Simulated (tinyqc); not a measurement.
## Delay unit and parasitic delay from two ring oscillators

Problem. A ring of 51 inverters oscillates at 1/(2 x 51 d), with stage delay d = tau (h + p) for fan-out h. Find tau, p and the delay at fan-out 4.

frequencies of 51-stage ring oscillators with fan-out 2 and 5 (GHz): [1.1216532, 0.53542328]

Answer. d is a straight line in h with slope tau and intercept tau p.

tau = 3.19 ps
p = 0.740
delay at fan-out 4 = 15.1 ps

Computed by the program tinyqc: `OMP_NUM_THREADS=1 python tinyqc.py 2082190 2082191 out.jsonl`, one thread of a shared Intel Xeon 2.30GHz, about 0.01 s for the whole run.
